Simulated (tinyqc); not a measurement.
Band gaps under pressure and temperature from deformation potentials: one step. Pressures at which the valleys cross. Two cases, with inputs chosen for the exercise.

Task: Two gaps meet at ln(V/V0) = -(E_i - E_j)/(a_i - a_j), with the gaps at T and P = 0; then P = (B0/Bp)(exp(-Bp ln(V/V0)) - 1). A dash marks expansion or a compression beyond ln(V/V0) = -0.3.

Murnaghan: V/V0 = (1 + Bp P/B0)^(-1/Bp), B0 = (C11 + 2 C12)/3. Each gap moves by a ln(V/V0) with its volume potential a, and falls with temperature by aV T^2/(T + bV) (Varshni); the two effects are added. No change of phase is considered.

Case 1.

Values chosen (near those of GaAs, the X and L potentials typical of such crystals; the results hold for these values, not for the real material): Eg = 1.543 eV (gap at Gamma to the s-like level at 0 K, 0 GPa); EgX = 2.013 eV (gap to X at 0 K, 0 GPa); EgL = 1.835 eV (gap to L at 0 K, 0 GPa); C11 = 123.4 GPa; C12 = 56.9 GPa; Bp = 4.11 (pressure derivative of the bulk modulus); aG = -8.37 eV (volume potential of the Gamma gap); aX = 1.44 eV (volume potential of the X gap); aL = -3.81 eV (volume potential of the L gap); aV = (0.519, 0.473, 0.623) meV/K (Varshni alpha of Gamma, X, L); bV = (192, 196, 219) K (Varshni beta of Gamma, X, L); T = 500 K (temperature).

Case 2.

Values chosen (near those of GaSb, the X and L potentials typical of such crystals; the results hold for these values, not for the real material): Eg = 0.816 eV (gap at Gamma to the s-like level at 0 K, 0 GPa); EgX = 1.146 eV (gap to X at 0 K, 0 GPa); EgL = 0.869 eV (gap to L at 0 K, 0 GPa); C11 = 89.2 GPa; C12 = 40.2 GPa; Bp = 4.81 (pressure derivative of the bulk modulus); aG = -8.3 eV (volume potential of the Gamma gap); aX = 2.06 eV (volume potential of the X gap); aL = -2.62 eV (volume potential of the L gap); aV = (0.402, 0.458, 0.626) meV/K (Varshni alpha of Gamma, X, L); bV = (131, 90, 151) K (Varshni beta of Gamma, X, L); T = 300 K (temperature).

Give: Crossings.

Result:

Case 1.

Crossings:
```
pair     E_i - E_j (eV)  ln(V/V0)  P (GPa)
Gamma-X         -0.4876   -0.0497     4.36
Gamma-L         -0.2629   -0.0576     5.14
L-X             -0.2247   -0.0428     3.70
```

The lowest valley changes at 4.36 GPa (Gamma to X).

Case 2.

Crossings:
```
pair     E_i - E_j (eV)  ln(V/V0)  P (GPa)
Gamma-X         -0.3083   -0.0298     1.81
Gamma-L         -0.0120   -0.0021     0.12
L-X             -0.2962   -0.0633     4.18
```

The lowest valley changes at 0.12 GPa (Gamma to L) and 4.18 GPa (L to X).

Computed by tinyqc, one run a case: `OMP_NUM_THREADS=1 python tinyqc.py N N+1 out.jsonl` with N = 1080536, 1080629; one thread of a shared Intel(R) Xeon(R) Processor @ 2.30GHz, about 0.01 s a run at most.
